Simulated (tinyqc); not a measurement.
## Impurity strength from the transmission

Inverse problem. An infinite chain has hopping -t with t = 1 eV and site energy 0; E = -2 t cos(k) with E = -1.51 eV. One site has the energy u > 0, so T(E) = 1/[1 + u^2/(4 t^2 sin^2 k)]. Find sin^2 k and u.

T(E) = 0.8125

Solution. sin^2 k = 1 - (E/2t)^2, and u = 2 t |sin k| sqrt(1/T(E) - 1).

sin^2 k = 0.4300
u = 0.6300 eV

Numbers from tinyqc (`OMP_NUM_THREADS=1 python tinyqc.py 2660111 2660112 out.jsonl`; about 0.03 s on one thread of a shared Intel Xeon 2.30GHz).
